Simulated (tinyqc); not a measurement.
Stress in a transistor channel from embedded alloy regions, liners and fins, by half-space elasticity: one step, computed by the program tinyqc.

Plane strain in an isotropic half-space, the same constants everywhere; x along the channel from its centre, y downwards from the free surface; stress is positive in tension.

Task: Closed form at the surface. At x = y = 0 the integral is s_xx = -(4/pi) [E e/(1 - nu)] [arctan(2 d/L) - arctan(d/(L/2 + S))].

Inputs (values chosen for the exercise, modelled on silicon): Young's modulus E = 163 GPa; Poisson ratio nu = 0.24; channel length L = 40 nm; length of each stressor S = 110 nm; recess depth d = 40 nm.

Stressor: Si(1-x)Ge(x) source and drain.

misfit e = 0.010764

Give: s_xx at the surface.

Result:

s_xx at the surface = -2377 MPa

For fixed L and S it is largest at d = sqrt((L/2)(L/2 + S)) = 51.0 nm; d is short of that.
